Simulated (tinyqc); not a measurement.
From s_xx back to alloy fraction x: stress in a transistor channel from embedded alloy regions, liners and fins, by half-space elasticity. Computed by tinyqc, a small Python program. Command: `OMP_NUM_THREADS=1 python tinyqc.py 3019851 3019852 out.jsonl stressor inv`. One thread of a shared host (Intel(R) Xeon(R) Processor @ 2.30GHz), about 0.09 s of CPU time with the checks.

Plane strain in an isotropic half-space, the same constants everywhere; x along the channel from its centre, y downwards from the free surface; stress is positive in tension.

Inputs (values chosen for the exercise, modelled on silicon):
```
quantity                          value  unit
lattice change per unit x, beta  0.0419     -
Young's modulus E                   158   GPa
Poisson ratio nu                   0.24     -
channel length L                     66    nm
length of each stressor S           180    nm
recess depth d                       65    nm
depth of the field point y          1.6    nm
```

Stressor: Si(1-x)Ge(x) source and drain.

Method. Misfit e = beta x. A fully constrained inclusion holds the stress -p with p = E e/(1 - 2 nu); a blanket film would hold -E e/(1 - nu) in the plane. A line element dA of misfit at (a, c) in the half-space gives, with C = E e/(2 pi (1 - nu)), X = x - a, r1^2 = X^2 + (y - c)^2, r2^2 = X^2 + Y^2, Y = y + c: s_xx = -C dA {[X^2 - (y - c)^2]/r1^4 + 3 [X^2 - Y^2]/r2^4 + 4 y Y (Y^2 - 3 X^2)/r2^6}, s_yy = C dA {[X^2 - (y - c)^2]/r1^4 - [X^2 - Y^2]/r2^4 + 4 y Y (Y^2 - 3 X^2)/r2^6}. These are integrated over two rectangles, L/2 < |a| < L/2 + S, 0 < c < d (closed form in a, 200 Gauss-Legendre points in c).

Question. A run gave the result below. Find the alloy fraction x, known to lie between 0.17 and 0.4.

s_xx = -2596.736 MPa

Answer.

Each step takes the trial c = (a f_b - b f_a)/(f_b - f_a), f being the result less the target and a, b, c the logarithms of the listed values; c replaces end b, the old b replaces a if the sign of f changed, and otherwise f_a is halved.

Scan of the range:
```
alloy fraction x  s_xx (MPa)
0.170               -1445.47
0.196               -1666.54
0.226               -1921.62
0.261               -2219.21
0.301               -2559.32
0.347               -2950.45
0.400               -3401.09
```

False position (Illinois rule, in the logarithm of the input) inside the bracket:
```
step     end a     end b     trial  s_xx (MPa)
1     0.301000  0.347000  0.305123    -2594.38
2     0.347000  0.305123  0.305383    -2596.59
3     0.347000  0.305383  0.305415    -2596.86
4     0.305383  0.305415  0.305400    -2596.74
5     0.305415  0.305400  0.305400    -2596.74
```

s_xx falls at every point of a 13-point scan of the range (every second point is shown), so one value fits; it is bracketed by 0.301 and 0.347. The scan shows a pure power law with exponent 1.0000, so scaling from any one row also gives the answer directly. Answer: alloy fraction x = 0.3054.
